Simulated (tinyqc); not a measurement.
Inside a calculation. Method: FCI on RHF in the sto-3g basis, frozen core, for BeH+, spin multiplicity 1. Computed by tinyqc, a small Python program that keeps every step (integrals from PySCF). Settings: charge = 1, multiplicity = 1, basis = sto-3g, method = RHF, frozen orbitals = 1, energy threshold = 1e-10, iteration cap = 73, orthogonalisation = symmetric, start = Wolfsberg-Helmholz matrix, DIIS depth = 6, ci = FCI. Command: `OMP_NUM_THREADS=1 python tinyqc.py 27209 27210 out.jsonl` (the two numbers bound the seeds that draw the settings). One thread of a shared host (Intel(R) Xeon(R) Processor @ 2.60GHz), about 0.1 s of CPU time with the checks. Later iterations appear only in the table of the cycle.

## One-electron integrals

Geometry (angstrom):
```
atom        x        y        z
Be    0.00000  0.00000  0.00000
H     0.00000  0.00000  1.62300
```

Basis sto-3g: exponents (1/bohr^2) and contraction coefficients of normalised primitives:
```
element  l (shell)  exponent  coefficient
Be           s (1)  30.16787      0.15433
Be           s (1)   5.49512      0.53533
Be           s (1)   1.48719      0.44463
Be           s (2)   1.31483     -0.09997
Be           s (2)   0.30554      0.39951
Be           s (2)   0.09937      0.70012
Be           p (3)   1.31483      0.15592
Be           p (3)   0.30554      0.60768
Be           p (3)   0.09937      0.39196
H            s (1)   3.42525      0.15433
H            s (1)   0.62391      0.53533
H            s (1)   0.16886      0.44463
```

Overlap, kinetic and nuclear-attraction integrals over the contracted functions; the nuclear repulsion is the sum of Za Zb / Rab.

nuclear repulsion = 1.3041952 hartree

overlap S, order 1Be 1s, 1Be 2s, 1Be 2px, 1Be 2py, 1Be 2pz, 2H 1s:
$$\begin{pmatrix}
1.00000 & 0.25952 & 0.00000 & 0.00000 & 0.00000 & 0.03734 \\
0.25952 & 1.00000 & 0.00000 & 0.00000 & 0.00000 & 0.35147 \\
0.00000 & 0.00000 & 1.00000 & 0.00000 & 0.00000 & 0.00000 \\
0.00000 & 0.00000 & 0.00000 & 1.00000 & 0.00000 & 0.00000 \\
0.00000 & 0.00000 & 0.00000 & 0.00000 & 1.00000 & 0.43615 \\
0.03734 & 0.35147 & 0.00000 & 0.00000 & 0.43615 & 1.00000
\end{pmatrix}$$

kinetic energy T (hartree), order 1Be 1s, 1Be 2s, 1Be 2px, 1Be 2py, 1Be 2pz, 2H 1s:
$$\begin{pmatrix}
6.69397 & -0.03301 & 0.00000 & 0.00000 & 0.00000 & -0.01055 \\
-0.03301 & 0.21111 & 0.00000 & 0.00000 & 0.00000 & 0.03288 \\
0.00000 & 0.00000 & 0.66059 & 0.00000 & 0.00000 & 0.00000 \\
0.00000 & 0.00000 & 0.00000 & 0.66059 & 0.00000 & 0.00000 \\
0.00000 & 0.00000 & 0.00000 & 0.00000 & 0.66059 & 0.11099 \\
-0.01055 & 0.03288 & 0.00000 & 0.00000 & 0.11099 & 0.76003
\end{pmatrix}$$

nuclear attraction V (hartree), order 1Be 1s, 1Be 2s, 1Be 2px, 1Be 2py, 1Be 2pz, 2H 1s:
$$\begin{pmatrix}
-14.88714 & -1.98386 & 0.00000 & 0.00000 & -0.01227 & -0.28494 \\
-1.98386 & -2.62994 & 0.00000 & 0.00000 & -0.11642 & -0.86766 \\
0.00000 & 0.00000 & -2.58278 & 0.00000 & 0.00000 & 0.00000 \\
0.00000 & 0.00000 & 0.00000 & -2.58278 & 0.00000 & 0.00000 \\
-0.01227 & -0.11642 & 0.00000 & 0.00000 & -2.66858 & -1.05517 \\
-0.28494 & -0.86766 & 0.00000 & 0.00000 & -1.05517 & -2.52774
\end{pmatrix}$$

core Hamiltonian H = T + V (hartree), order 1Be 1s, 1Be 2s, 1Be 2px, 1Be 2py, 1Be 2pz, 2H 1s:
$$\begin{pmatrix}
-8.19317 & -2.01687 & 0.00000 & 0.00000 & -0.01227 & -0.29549 \\
-2.01687 & -2.41883 & 0.00000 & 0.00000 & -0.11642 & -0.83478 \\
0.00000 & 0.00000 & -1.92219 & 0.00000 & 0.00000 & 0.00000 \\
0.00000 & 0.00000 & 0.00000 & -1.92219 & 0.00000 & 0.00000 \\
-0.01227 & -0.11642 & 0.00000 & 0.00000 & -2.00799 & -0.94418 \\
-0.29549 & -0.83478 & 0.00000 & 0.00000 & -0.94418 & -1.76770
\end{pmatrix}$$

## Two-electron integrals

Functions are numbered as in S; the eight-fold symmetry (ij|kl) = (ji|kl) = (kl|ij) leaves the list below.

Two-electron integrals (ij|kl) in chemists' order, unique and non-zero (hartree):
```
(11|11) 2.29883   (21|11) 0.39204   (21|21) 0.07954   (22|11) 0.57099
(22|21) 0.14304   (22|22) 0.41768   (31|31) 0.01461   (32|31) 0.02189
(32|32) 0.09226   (33|11) 0.56958   (33|21) 0.14308   (33|22) 0.41759
(33|33) 0.44986   (41|41) 0.01461   (42|41) 0.02189   (42|42) 0.09226
(43|43) 0.02425   (44|11) 0.56958   (44|21) 0.14308   (44|22) 0.41759
(44|33) 0.40136   (44|44) 0.44986   (51|51) 0.01461   (52|51) 0.02189
(52|52) 0.09226   (53|53) 0.02425   (54|54) 0.02425   (55|11) 0.56958
(55|21) 0.14308   (55|22) 0.41759   (55|33) 0.40136   (55|44) 0.40136
(55|55) 0.44986   (61|11) 0.05567   (61|21) 0.01129   (61|22) 0.02048
(61|33) 0.02034   (61|44) 0.02034   (61|51) 0.00099   (61|52) 0.00188
(61|55) 0.02077   (61|61) 0.00168   (62|11) 0.15477   (62|21) 0.03945
(62|22) 0.12817   (62|33) 0.12309   (62|44) 0.12309   (62|51) 0.00512
(62|52) 0.03325   (62|55) 0.13823   (62|61) 0.00619   (62|62) 0.06227
(63|31) 0.00335   (63|32) 0.01631   (63|53) 0.00553   (63|63) 0.00520
(64|41) 0.00335   (64|42) 0.01631   (64|54) 0.00553   (64|64) 0.00520
(65|11) 0.17378   (65|21) 0.04478   (65|22) 0.15227   (65|33) 0.14331
(65|44) 0.14331   (65|51) 0.00819   (65|52) 0.05133   (65|55) 0.17004
(65|61) 0.00729   (65|62) 0.08352   (65|65) 0.11481   (66|11) 0.32512
(66|21) 0.08424   (66|22) 0.30799   (66|33) 0.28629   (66|44) 0.28629
(66|51) 0.01188   (66|52) 0.10252   (66|55) 0.35108   (66|61) 0.01345
(66|62) 0.19595   (66|65) 0.27728   (66|66) 0.77461
```

## Orthogonalisation

S = U s U^T; symmetric (Loewdin) form X = U s^(-1/2) U^T, so that X^T S X = 1.

eigenvalues of S: [0.42372, 0.79587, 1.00000, 1.00000, 1.18199, 1.59842]

X, order 1Be 1s, 1Be 2s, 1Be 2px, 1Be 2py, 1Be 2pz, 2H 1s:
$$\begin{pmatrix}
1.02762 & -0.14319 & 0.00000 & 0.00000 & -0.00920 & 0.02263 \\
-0.14319 & 1.09104 & 0.00000 & 0.00000 & 0.07772 & -0.22779 \\
0.00000 & 0.00000 & 1.00000 & 0.00000 & 0.00000 & 0.00000 \\
0.00000 & 0.00000 & 0.00000 & 1.00000 & 0.00000 & 0.00000 \\
-0.00920 & 0.07772 & 0.00000 & 0.00000 & 1.09372 & -0.27588 \\
0.02263 & -0.22779 & 0.00000 & 0.00000 & -0.27588 & 1.15556
\end{pmatrix}$$

## Starting guess

The start is the generalised Wolfsberg-Helmholz matrix (K = 1.75) built on H; D = 2 C_occ C_occ^T.

D at the start, order 1Be 1s, 1Be 2s, 1Be 2px, 1Be 2py, 1Be 2pz, 2H 1s:
$$\begin{pmatrix}
1.97936 & 0.00690 & 0.00000 & 0.00000 & -0.12629 & -0.15623 \\
0.00690 & 0.25843 & 0.00000 & 0.00000 & 0.36433 & 0.36552 \\
0.00000 & 0.00000 & 0.00000 & 0.00000 & 0.00000 & 0.00000 \\
0.00000 & 0.00000 & 0.00000 & 0.00000 & 0.00000 & 0.00000 \\
-0.12629 & 0.36433 & 0.00000 & 0.00000 & 0.52298 & 0.52672 \\
-0.15623 & 0.36552 & 0.00000 & 0.00000 & 0.52672 & 0.53093
\end{pmatrix}$$

## Iteration 1: building the Fock matrix

J_ij = sum D_kl (ij|kl), K_ij = sum D_kl (ik|jl); F = H + J - 0.5 K; E = tr D H + tr D J / 2 - 0.25 tr D K + E_nn.

Coulomb J (hartree), order 1Be 1s, 1Be 2s, 1Be 2px, 1Be 2py, 1Be 2pz, 2H 1s:
$$\begin{pmatrix}
5.45249 & 1.00608 & 0.00000 & 0.00000 & 0.03063 & 0.14645 \\
1.00608 & 1.86973 & 0.00000 & 0.00000 & 0.19392 & 0.67085 \\
0.00000 & 0.00000 & 1.83379 & 0.00000 & 0.00000 & 0.00000 \\
0.00000 & 0.00000 & 0.00000 & 1.83379 & 0.00000 & 0.00000 \\
0.03063 & 0.19392 & 0.00000 & 0.00000 & 1.93264 & 0.83514 \\
0.14645 & 0.67085 & 0.00000 & 0.00000 & 0.83514 & 1.82198
\end{pmatrix}$$

exchange K (hartree), order 1Be 1s, 1Be 2s, 1Be 2px, 1Be 2py, 1Be 2pz, 2H 1s:
$$\begin{pmatrix}
4.57661 & 0.83182 & 0.00000 & 0.00000 & -0.00480 & 0.12116 \\
0.83182 & 0.46507 & 0.00000 & 0.00000 & 0.36913 & 0.46766 \\
0.00000 & 0.00000 & 0.08521 & 0.00000 & 0.00000 & 0.00000 \\
0.00000 & 0.00000 & 0.00000 & 0.08521 & 0.00000 & 0.00000 \\
-0.00480 & 0.36913 & 0.00000 & 0.00000 & 0.56337 & 0.62255 \\
0.12116 & 0.46766 & 0.00000 & 0.00000 & 0.62255 & 0.98096
\end{pmatrix}$$

Fock matrix F (hartree), order 1Be 1s, 1Be 2s, 1Be 2px, 1Be 2py, 1Be 2pz, 2H 1s:
$$\begin{pmatrix}
-5.02898 & -1.42670 & 0.00000 & 0.00000 & 0.02075 & -0.20962 \\
-1.42670 & -0.78164 & 0.00000 & 0.00000 & -0.10706 & -0.39777 \\
0.00000 & 0.00000 & -0.13100 & 0.00000 & 0.00000 & 0.00000 \\
0.00000 & 0.00000 & 0.00000 & -0.13100 & 0.00000 & 0.00000 \\
0.02075 & -0.10706 & 0.00000 & 0.00000 & -0.35703 & -0.42032 \\
-0.20962 & -0.39777 & 0.00000 & 0.00000 & -0.42032 & -0.43620
\end{pmatrix}$$

total energy of this density = -14.5951014 hartree

## Iteration 1: diagonalisation and new density

Diagonalise F' = X^T F X, C = X C', fill 2 alpha and 2 beta electrons from the bottom; D = 2 C_occ C_occ^T. Each column has its largest component positive (the first on a tie).

F' = X^T F X (hartree):
$$\begin{pmatrix}
-4.91467 & -0.73492 & 0.00000 & 0.00000 & 0.01847 & -0.00058 \\
-0.73492 & -0.43225 & 0.00000 & 0.00000 & -0.00036 & -0.26428 \\
0.00000 & 0.00000 & -0.13100 & 0.00000 & 0.00000 & 0.00000 \\
0.00000 & 0.00000 & 0.00000 & -0.13100 & 0.00000 & 0.00000 \\
0.01847 & -0.00036 & 0.00000 & 0.00000 & -0.21237 & -0.33469 \\
-0.00058 & -0.26428 & 0.00000 & 0.00000 & -0.33469 & -0.18535
\end{pmatrix}$$

orbital energies (hartree): MO1 -5.03251, MO2 -0.64914, MO3 -0.27170, MO4 -0.13100, MO5 -0.13100, MO6 0.20871

coefficients C, order 1Be 1s, 1Be 2s, 1Be 2px, 1Be 2py, 1Be 2pz, 2H 1s:
$$\begin{pmatrix}
0.99219 & -0.15446 & -0.23136 & 0.00000 & 0.00000 & 0.12353 \\
0.02906 & 0.46921 & 0.82300 & 0.00000 & 0.00000 & -0.60865 \\
0.00000 & 0.00000 & 0.00000 & 0.72753 & -0.68608 & 0.00000 \\
0.00000 & 0.00000 & 0.00000 & 0.68608 & 0.72753 & 0.00000 \\
-0.00261 & 0.42343 & -0.59528 & 0.00000 & 0.00000 & -0.86302 \\
-0.00297 & 0.51206 & -0.13954 & 0.00000 & 0.00000 & 1.08727
\end{pmatrix}$$

D after iteration 1, order 1Be 1s, 1Be 2s, 1Be 2px, 1Be 2py, 1Be 2pz, 2H 1s:
$$\begin{pmatrix}
2.01661 & -0.08728 & 0.00000 & 0.00000 & -0.13599 & -0.16408 \\
-0.08728 & 0.44200 & 0.00000 & 0.00000 & 0.39720 & 0.48035 \\
0.00000 & 0.00000 & 0.00000 & 0.00000 & 0.00000 & 0.00000 \\
0.00000 & 0.00000 & 0.00000 & 0.00000 & 0.00000 & 0.00000 \\
-0.13599 & 0.39720 & 0.00000 & 0.00000 & 0.35859 & 0.43365 \\
-0.16408 & 0.48035 & 0.00000 & 0.00000 & 0.43365 & 0.52442
\end{pmatrix}$$

Within a degenerate level the vectors are fixed only up to a rotation; this is one choice.

## Iteration 9 (converged): orbitals

converged F (hartree), order 1Be 1s, 1Be 2s, 1Be 2px, 1Be 2py, 1Be 2pz, 2H 1s:
$$\begin{pmatrix}
-5.00191 & -1.40543 & 0.00000 & 0.00000 & 0.01721 & -0.20546 \\
-1.40543 & -0.85632 & 0.00000 & 0.00000 & -0.11570 & -0.44268 \\
0.00000 & 0.00000 & -0.13203 & 0.00000 & 0.00000 & 0.00000 \\
0.00000 & 0.00000 & 0.00000 & -0.13203 & 0.00000 & 0.00000 \\
0.01721 & -0.11570 & 0.00000 & 0.00000 & -0.26994 & -0.37620 \\
-0.20546 & -0.44268 & 0.00000 & 0.00000 & -0.37620 & -0.45875
\end{pmatrix}$$

As before.

F' = X^T F X (hartree):
$$\begin{pmatrix}
-4.89336 & -0.70640 & 0.00000 & 0.00000 & 0.01558 & 0.00471 \\
-0.70640 & -0.50824 & 0.00000 & 0.00000 & -0.00837 & -0.29084 \\
0.00000 & 0.00000 & -0.13203 & 0.00000 & 0.00000 & 0.00000 \\
0.00000 & 0.00000 & 0.00000 & -0.13203 & 0.00000 & 0.00000 \\
0.01558 & -0.00837 & 0.00000 & 0.00000 & -0.13646 & -0.29795 \\
0.00471 & -0.29084 & 0.00000 & 0.00000 & -0.29795 & -0.21823
\end{pmatrix}$$

orbital energies (hartree): MO1 -5.00472, MO2 -0.68295, MO3 -0.25676, MO4 -0.13203, MO5 -0.13203, MO6 0.18814

coefficients C, order 1Be 1s, 1Be 2s, 1Be 2px, 1Be 2py, 1Be 2pz, 2H 1s:
$$\begin{pmatrix}
0.99296 & -0.19438 & -0.20048 & 0.00000 & 0.00000 & 0.11471 \\
0.02636 & 0.61478 & 0.74807 & 0.00000 & 0.00000 & -0.57492 \\
0.00000 & 0.00000 & 0.00000 & 0.98240 & -0.18679 & 0.00000 \\
0.00000 & 0.00000 & 0.00000 & 0.18679 & 0.98240 & 0.00000 \\
-0.00189 & 0.27431 & -0.61215 & 0.00000 & 0.00000 & -0.91021 \\
-0.00282 & 0.49551 & -0.31009 & 0.00000 & 0.00000 & 1.05931
\end{pmatrix}$$

D after iteration 9, order 1Be 1s, 1Be 2s, 1Be 2px, 1Be 2py, 1Be 2pz, 2H 1s:
$$\begin{pmatrix}
2.04749 & -0.18665 & 0.00000 & 0.00000 & -0.11039 & -0.19824 \\
-0.18665 & 0.75730 & 0.00000 & 0.00000 & 0.33718 & 0.60911 \\
0.00000 & 0.00000 & 0.00000 & 0.00000 & 0.00000 & 0.00000 \\
0.00000 & 0.00000 & 0.00000 & 0.00000 & 0.00000 & 0.00000 \\
-0.11039 & 0.33718 & 0.00000 & 0.00000 & 0.15050 & 0.27186 \\
-0.19824 & 0.60911 & 0.00000 & 0.00000 & 0.27186 & 0.49108
\end{pmatrix}$$

Within a degenerate level the vectors are fixed only up to a rotation; this is one choice.

## Convergence

Stop when the energy changes by less than 1e-10 hartree and every element of the error matrix X^T (F D S - S D F) X is below 3e-06.

Course of the cycle:
```
iteration  E (hartree)     change  largest element of the error matrix
1          -14.5951014          -                             1.48e-01
2          -14.6235740  -2.85e-02                             5.32e-02
3          -14.6361654  -1.26e-02                             2.97e-02
4          -14.6402112  -4.05e-03                             6.88e-03
5          -14.6401955   1.56e-05                             5.35e-03
6          -14.6402658  -7.03e-05                             6.37e-04
7          -14.6402667  -9.47e-07                             8.40e-05
8          -14.6402668  -1.68e-08                             5.73e-07
9          -14.6402668  -8.30e-13                             4.00e-09
```

PySCF RHF in the same basis = -14.6402668 hartree

Converged in 9 iterations.

## Populations, bond orders and dipole

Mulliken: Z minus the diagonal of D S on the atom; Loewdin: the same with S^(1/2) D S^(1/2); Mayer order: 2 sum_s sum (D(s) S)_ij (D(s) S)_ji over the two atoms.

Charges (e):
```
atom  Mulliken  Loewdin
1Be    0.81634  0.84062
2H     0.18366  0.15938
```

Mayer bond orders:
```
pair    order
2-1   0.96627
```

dipole moment about the origin, x y z (debye): [0.00000, 0.00000, -1.85754]

## Integrals over molecular orbitals

(pq|rs) = sum C_ip C_jq C_kr C_ls (ij|kl), one index at a time.

one-electron integrals over orbitals h = C^T H C (hartree):
$$\begin{pmatrix}
-8.18363 & 0.16737 & 0.19867 & 0.00000 & 0.00000 & -0.07158 \\
0.16737 & -2.07317 & -0.03396 & 0.00000 & 0.00000 & 0.21413 \\
0.19867 & -0.03396 & -1.90465 & 0.00000 & 0.00000 & -0.06936 \\
0.00000 & 0.00000 & 0.00000 & -1.92219 & 0.00000 & 0.00000 \\
0.00000 & 0.00000 & 0.00000 & 0.00000 & -1.92219 & 0.00000 \\
-0.07158 & 0.21413 & -0.06936 & 0.00000 & 0.00000 & -1.64204
\end{pmatrix}$$

Two-electron integrals over orbitals (pq|rs), unique and non-zero (hartree); the lowest 1 orbital is frozen and left out:
```
(22|22) 0.48689    (32|22) -0.06766   (32|32) 0.04891    (33|22) 0.32213
(33|32) 0.03337    (33|33) 0.44681    (42|42) 0.04409    (43|42) 0.03291
(43|43) 0.05019    (44|22) 0.35568    (44|32) 0.03012    (44|33) 0.39142
(44|44) 0.44986    (52|52) 0.04409    (53|52) 0.03291    (53|53) 0.05019
(54|54) 0.02425    (55|22) 0.35568    (55|32) 0.03012    (55|33) 0.39142
(55|44) 0.40136    (55|55) 0.44986    (62|22) 0.03562    (62|32) -0.05147
(62|33) -0.02026   (62|44) -0.06508   (62|55) -0.06508   (62|62) 0.12091
(63|22) -0.05642   (63|32) 0.04364    (63|33) 0.05552    (63|44) 0.02762
(63|55) 0.02762    (63|62) -0.05528   (63|63) 0.06025    (64|42) -0.02769
(64|43) -0.01083   (64|64) 0.02400    (65|52) -0.02769   (65|53) -0.01083
(65|65) 0.02400    (66|22) 0.49060    (66|32) -0.07004   (66|33) 0.34941
(66|44) 0.35909    (66|55) 0.35909    (66|62) 0.06561    (66|63) -0.05974
(66|66) 0.53021
```

## FCI: determinants and Hamiltonian

one-electron integrals dressed by the frozen orbital, h + 2 (pq|11) - (p1|1q) (hartree), order 2, 3, 4, 5, 6:
$$\begin{pmatrix}
-1.16984 & 0.06766 & 0.00000 & 0.00000 & -0.03562 \\
0.06766 & -0.85212 & 0.00000 & 0.00000 & 0.06136 \\
0.00000 & 0.00000 & -0.79930 & 0.00000 & 0.00000 \\
0.00000 & 0.00000 & 0.00000 & -0.79930 & 0.00000 \\
-0.03562 & 0.06136 & 0.00000 & 0.00000 & -0.67215
\end{pmatrix}$$

energy of the frozen orbital, 2 h_11 + (11|11) = -14.0916805 hartree

Hartree-Fock energy = -14.6402668 hartree

Slater-Condon rules over spin orbitals, with the nuclear repulsion and the energy of the frozen orbital added and E(HF) subtracted on the diagonal. Only determinants linked to the reference directly or through others are kept (one block of an abelian symmetry group), so some states are absent.

Occupation strings over the orbitals (2 doubly, a alpha, b beta, 0 empty; spin orbitals ordered 1a 1b 2a 2b ...): 220000 2ab000 2a000b 2ba000 2b000a 202000 20a00b 200200 200020 20b00a 200002

H - E(HF) between determinants (hartree):
```
          220000    2ab000    2a000b    2ba000    2b000a    202000    20a00b    200200
220000   0.00000   0.00000   0.00000   0.00000   0.00000   0.04891  -0.05147   0.04409
2ab000   0.00000   0.15296   0.00494  -0.04891   0.05147   0.10103   0.04364   0.03291
2a000b   0.00000   0.00494   0.50140   0.05147  -0.12091   0.04364  -0.00238  -0.02769
2ba000   0.00000  -0.04891   0.05147   0.15296   0.00494  -0.10103   0.05588  -0.03291
2b000a   0.00000   0.05147  -0.12091   0.00494   0.50140  -0.04364   0.05528   0.02769
202000   0.04891   0.10103   0.04364  -0.10103  -0.04364   0.59536   0.11688   0.05019
20a00b  -0.05147   0.04364  -0.00238   0.05588   0.05528   0.11688   0.67792  -0.01083
200200   0.04409   0.03291  -0.02769  -0.03291   0.02769   0.05019  -0.01083   0.70404
200020   0.04409   0.03291  -0.02769  -0.03291   0.02769   0.05019  -0.01083   0.02425
20b00a   0.05147   0.05588   0.05528   0.04364  -0.00238  -0.11688  -0.06025   0.01083
200002   0.12091  -0.05528   0.02999   0.05528  -0.02999   0.06025   0.00162   0.02400

          200020    20b00a    200002
220000   0.04409   0.05147   0.12091
2ab000   0.03291   0.05588  -0.05528
2a000b  -0.02769   0.05528   0.02999
2ba000  -0.03291   0.04364   0.05528
2b000a   0.02769  -0.00238  -0.02999
202000   0.05019  -0.11688   0.06025
20a00b  -0.01083  -0.06025   0.00162
200200   0.02425   0.01083   0.02400
200020   0.70404   0.01083   0.02400
20b00a   0.01083   0.67792  -0.00162
200002   0.02400  -0.00162   1.03868
```

## FCI: roots

Diagonalise (each vector has its largest component positive (the first on a tie)); all determinants have Ms = 0, so triplets appear too. The lowest singlet root is the correlation energy.

lowest roots of this matrix, relative to E(HF) (hartree): [-0.03054, 0.07836, 0.12976, 0.37299, 0.46420, 0.65086, 0.65251, 0.67979]

lowest vectors, order 220000, 2ab000, 2a000b, 2ba000, 2b000a, 202000, 20a00b, 200200, 200020, 20b00a, 200002:
$$\begin{pmatrix}
0.97780 & 0.00000 & -0.10266 & 0.00000 \\
0.04420 & 0.68899 & 0.64719 & 0.07670 \\
0.01820 & -0.10825 & 0.08948 & 0.67998 \\
-0.04420 & 0.68899 & -0.64719 & 0.07670 \\
-0.01820 & -0.10825 & -0.08948 & 0.67998 \\
-0.10707 & 0.00000 & -0.33262 & 0.00000 \\
0.08271 & -0.11653 & 0.07538 & -0.17819 \\
-0.04674 & 0.00000 & -0.02911 & 0.00000 \\
-0.04674 & 0.00000 & -0.02911 & 0.00000 \\
-0.08271 & -0.11653 & -0.07538 & -0.17819 \\
-0.09914 & 0.00000 & 0.10979 & 0.00000
\end{pmatrix}$$

<S^2> of these roots: [0.00000, 2.00000, 0.00000, 2.00000, 0.00000, 2.00000, 0.00000, 0.00000]

weight of the ground state by excitation level 0, 1, 2, ...: [0.95609, 0.00457, 0.03934]
